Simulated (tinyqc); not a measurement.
Shallow donor in an anisotropic valley (effective-mass theory): one step. Energy of one trial function. Four cases, with inputs chosen for the exercise.

Problem. Evaluate T, V and E. Scaling both radii by f changes T to T/f^2 and V to V/f, so the best factor is f = -2T/V, with energy -V^2/(4T).

One valley: H = -c [(d2/dx2 + d2/dy2)/mt + (d2/dz2)/ml] - q/(eps r), c = hbar^2/2m0, q = e^2/(4 pi eps0). Trial function exp(-sqrt((x^2 + y^2)/a^2 + z^2/b^2)) with a > b: T = (c/3)(2/(mt a^2) + 1/(ml b^2)), V = -(q/eps) atan(u/b)/u, u = sqrt(a^2 - b^2). The central cell of the impurity is left out.

Constants: hbar^2/2m0 = 3.80998211 eV angstrom^2; e^2/(4 pi eps0) = 14.39964547 eV angstrom.

Give: T; V; E; best scale factor; energy after scaling.

Case 1.

Values chosen (near those of AlAs; not measured data):
- ml = 1.074 m0 (longitudinal mass)
- mt = 0.188 m0 (transverse mass)
- eps = 9.9 (dielectric constant)
- a = 18 angstrom (trial radius across the axis)
- b = 11.4 angstrom (trial radius along the axis)

Solution.

T = 50.798 meV
V = -92.403 meV
E = -41.605 meV
best scale factor = 1.0995
energy after scaling = -42.021 meV

The virial ratio -V/T is 1.819; it is 2 at the best scale. Scaling gains 0.416 meV.

Case 2.

Values chosen (near those of a group-V donor in Si; not measured data):
- ml = 0.95 m0 (longitudinal mass)
- mt = 0.187 m0 (transverse mass)
- eps = 11.6 (dielectric constant)
- a = 23.9 angstrom (trial radius across the axis)
- b = 11.8 angstrom (trial radius along the axis)

Solution.

T = 33.380 meV
V = -62.977 meV
E = -29.597 meV
best scale factor = 1.0601
energy after scaling = -29.705 meV

The virial ratio -V/T is 1.887; it is 2 at the best scale. Scaling gains 0.107 meV.

Case 3.

Values chosen (near those of GaP; not measured data):
- ml = 2.03 m0 (longitudinal mass)
- mt = 0.245 m0 (transverse mass)
- eps = 11.1 (dielectric constant)
- a = 13.8 angstrom (trial radius across the axis)
- b = 9.1 angstrom (trial radius along the axis)

Solution.

T = 61.993 meV
V = -106.381 meV
E = -44.387 meV
best scale factor = 1.1655
energy after scaling = -45.637 meV

The virial ratio -V/T is 1.716; it is 2 at the best scale. Scaling gains 1.250 meV.

Case 4.

Values chosen (near those of a group-V donor in Si; not measured data):
- ml = 0.949 m0 (longitudinal mass)
- mt = 0.193 m0 (transverse mass)
- eps = 11.5 (dielectric constant)
- a = 24.7 angstrom (trial radius across the axis)
- b = 12.4 angstrom (trial radius along the axis)

Solution.

T = 30.275 meV
V = -61.245 meV
E = -30.970 meV
best scale factor = 0.9886
energy after scaling = -30.974 meV

The virial ratio -V/T is 2.023; it is 2 at the best scale. Scaling gains 0.004 meV.

Computed by tinyqc, one run a case: `OMP_NUM_THREADS=1 python tinyqc.py N N+1 out.jsonl` with N = 1281364, 1281407, 1281686, 1281748; one thread of a shared Intel(R) Xeon(R) Processor @ 2.30GHz, about 0.01 s a run at most.
